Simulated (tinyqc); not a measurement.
Length of a polyene: Hueckel, PPP and singles CI along the polyenes. Computed by the program tinyqc. 

All-trans chains of carbon centres 1.40 angstrom apart:
```
parameter,value
"beta (eV), times 1 +/- alternation",-2.130000
alternation,0.050000
W (eV),11.160000
gamma_rr (eV),10.810000
repulsion formula,Ohno
```

Hueckel uses the same beta without repulsion; CIS keeps all single excitations and so misses the low, doubly excited 2Ag state. W is the valence ionisation energy of a centre, MN the Mataga-Nishimoto formula, f the oscillator strength.

Gaps and excitations (eV):
```
centres,Hueckel gap,PPP orbital gap,bright singlet (CIS),f,lowest triplet (CIS)
2,4.473,11.925,6.152,0.527,2.794
4,2.886,9.546,4.849,0.988,1.938
6,2.163,8.338,4.066,1.379,1.531
8,1.753,7.619,3.558,1.722,1.312
10,1.491,7.152,3.208,2.029,1.181
12,1.309,6.829,2.957,2.312,1.098
14,1.176,6.596,2.770,2.577,1.041
```

The Hueckel gap tends to 4 x alternation x |beta| = 0.43 eV for long chains. Exchange opens the PPP orbital gap, and the attraction of electron and hole brings the bright state 3.83 eV below it at 14 centres; the triplet lies 1.73 eV lower still.
